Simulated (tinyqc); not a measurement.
On-chip interconnect, size-dependent resistivity and RC delay: two steps of the calculation.

A rectangular line between two neighbours and two ground planes. Surface and grain-boundary scattering are added to the bulk resistivity as corrections; capacitances are parallel-plate values without fringing; inductance is ignored.

Inputs (values chosen for the exercise); metal values close to those of copper:
```
symbol  value     unit                                             meaning
rho0     1.67  uohm cm                                    bulk resistivity
lam      39.7       nm                                 bulk mean free path
ps        0.5                         specular share of surface scattering
Rg       0.45                   reflection coefficient of grain boundaries
gr          1                              grain size over the metal width
wd         27       nm                                    drawn line width
AR          2                              aspect ratio, height over width
tl        1.5       nm  liner on both walls and the bottom, not conducting
sp         54       nm                     space to the neighbouring lines
hd         50       nm     dielectric height to the planes above and below
ek        2.7                      relative permittivity of the dielectric
Mf          2                              Miller factor of the neighbours
Lw        200       um                                         line length
Rd       5600      ohm                                   driver resistance
Cl       0.27       fF                                    load capacitance
```

Constants: eps0 = 8.8541878128e-12 F/m. Results are converted to the units shown.

Problem 1. Resistivity, resistance and capacitance per length. Metal width x = wd - 2 tl, height y = AR wd - tl; grain boundaries (Mayadas-Shatzkes): al = (lam/(gr x)) Rg/(1 - Rg), g = 1/[1 - 3 al/2 + 3 al^2 - 3 al^3 ln(1 + 1/al)] - 1; surfaces (Fuchs-Sondheimer, thick limit): s = (3/8) lam (1 - ps)(1/x + 1/y); rho = rho0 (1 + g + s); r = rho/(x y); c = eps0 ek (2 wd/hd + 2 Mf AR wd/sp).

Wanted: x; y; al; g; s; rho; r; c.

Solution 1.

x = 24.000 nm
y = 52.500 nm
al = 1.3534
g = 1.8531
s = 0.45194
rho = 5.5194 uohm cm
r = 43.804 ohm/um
c = 0.12144 fF/um

Problem 2. Ladder and Elmore delays. 5 equal pi sections: series Rs = r Lw/5; node capacitances c Lw/5, halved at nodes 0 and 5, with Cl added to node 5; Rd feeds node 0. Elmore delay of node k: the sum, over the resistors on the path to k, of resistance times all capacitance downstream of it.

r = 43.804493 ohm/um
c = 0.12144404 fF/um

Give: Rs; C; Elmore delay.

Solution 2.

Rs = 1752 ohm

```
node,C (fF),Elmore delay (ps)
0,2.429,137.5
1,4.858,176.3
2,4.858,206.6
3,4.858,228.3
4,4.858,241.6
5,2.699,246.3
```

The far-end value equals Rd (c Lw + Cl) + r Lw (c Lw/2 + Cl) for any number of pi sections; the line resistance contributes 44.2 % of it.

Range of the model: The metal width is under the mean free path, where the thick-limit surface term and the simple sum of corrections lose accuracy.

tinyqc, about 0.01 s, one thread, Intel Xeon 2.30GHz (shared host): `OMP_NUM_THREADS=1 python tinyqc.py 2100157 2100158 out.jsonl`
